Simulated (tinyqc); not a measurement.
# Absorption edge of a degenerate semiconductor, band filling against gap narrowing: effects of single changes

n-type, parabolic bands, full ionisation. eta = (EF - Ec)/kB T solves N = Nc F12(eta), F12(x) = (2/sqrt(pi)) int_0^infinity sqrt(u)/(1 + exp(u - x)) du. The gap shrinks rigidly by dEg = a3 y^(1/3) + a4 y^(1/4) + a2 y^(1/2), y = N/1e18 cm^-3, an empirical law that is here taken as the true narrowing.

Values chosen for this exercise; band and dielectric values close to those of indium arsenide:
- T = 300 K (temperature)
- Eg = 0.351 eV (band gap)
- Nc = 8.92e16 cm^-3 (conduction-band density of states at 300 K, from me)
- me = 0.0233 m0 (electron mass)
- mh = 0.415 m0 (hole mass)
- a3 = 19.8 meV (coefficient of (N/1e18)^(1/3))
- a4 = 11.7 meV (coefficient of (N/1e18)^(1/4))
- a2 = 3.4 meV (coefficient of (N/1e18)^(1/2))

Constants: q = 1.602176634e-19 C, kB = 1.380649e-23 J/K, Vt = kB T/q. Results are converted to the units shown.

Each table varies one quantity; the others keep the values above.

## The optical edge against doping

Vertical transitions need an empty final state: the edge is taken where the state lies 4 kB T below EF, E_opt = Eg - dEg + (1 + me/mh) max(eta - 4, 0) kB T; wavelength h c/(q E_opt).

Result of one run:
```
N (cm^-3)    eta  dEg (meV)  filling shift (meV)  E_opt (eV)
4.2e18     15.71      55.66                319.8      0.6151
```

What becomes of these results when the ionised donor density N is changed from 4.2e18 to 3.9e17 cm^-3, all else the same?

Result of the changed run:
```
N (cm^-3)    eta  dEg (meV)  filling shift (meV)  E_opt (eV)
3.9e17     2.937      25.84                    0      0.3252
```

The whole series:
```
N (cm^-3)      eta  dEg (meV)  filling shift (meV)  E_opt (eV)
1.6e16      -1.655      9.581                    0      0.3414
3.6e16     -0.7655      12.28                    0      0.3387
8e16        0.2044      15.72                    0      0.3353
1.8e17       1.397      20.24                    0      0.3308
3.9e17       2.937      25.84                    0      0.3252
8.6e17       5.317      33.25                35.96      0.3537
1.9e18       9.200      42.95                142.0      0.4500
4.2e18       15.71      55.66                319.8      0.6151
9.2e18       26.56      72.18                615.9      0.8947
```

E_opt goes from 0.341 through a minimum of 0.325 (at N = 3.9e17 cm^-3 among the rows listed) to 0.895 eV, against Eg = 0.351 eV; the filling shift is 0 while eta is below 4. At the end narrowing grows as N^(0.33) and EF - Ec as N^(0.67). Filling therefore wins at high density. For N = 1.9e18, 4.2e18, 9.2e18 EF lies more than 0.2 eV in the band, where non-parabolicity lowers it markedly.

## Approximations to the Fermi level

With u = N/Nc: Boltzmann ln u; Joyce-Dixon ln u + 0.353553 u - 4.95009e-3 u^2 + 1.48386e-4 u^3 - 4.42563e-6 u^4; degenerate limit (3 sqrt(pi) u/4)^(2/3). The Einstein ratio is D/(mu Vt) = F12/Fm, Fm(x) = dF12/dx = (1/sqrt(pi)) int_0^infinity u^(-1/2)/(1 + exp(u - x)) du.

Approximations to the Fermi level:
```
N (cm^-3)      N/Nc       eta  Boltzmann  Joyce-Dixon  degenerate  D/(mu Vt)
4e15       0.044843   -3.0887    -3.1046      -3.0887     0.15260     1.0158
8.4e15     0.094170   -2.3294    -2.3626      -2.3294     0.25025     1.0332
1.8e16      0.20179   -1.5294    -1.6005      -1.5294     0.41594     1.0709
3.7e16      0.41480  -0.73415   -0.87996     -0.73415     0.67243     1.1450
7.8e16      0.87444   0.17130   -0.13417      0.17130      1.1055     1.3019
1.6e17       1.7937    1.2034    0.58429       1.2034      1.7848     1.6047
3.4e17       3.8117    2.6211     1.3381       2.6211      2.9501     2.2251
7.2e17       8.0717    4.6821     2.0884       4.6789      4.8648     3.3832
1.5e18       16.816    7.8290     2.8223       7.7197      7.9355     5.3657
3.1e18       34.753    12.811     3.5483       9.6292      12.875     8.6273
```

What does the comparison show?

Boltzmann is within 0.1 of eta up to N/Nc = 0.20, Joyce-Dixon within 0.01 up to 8.1, and the degenerate limit is off by 0.064 in the last row. The Einstein ratio rises from 1.02 to 8.63: degenerate carriers diffuse faster for the same mobility.

Range of the model: Band tails, non-parabolic bands and incomplete ionisation are left out.

Numbers from tinyqc (`OMP_NUM_THREADS=1 python tinyqc.py 2330029 2330030 out.jsonl`; about 0.01 s on one thread of a shared Intel Xeon 2.30GHz).
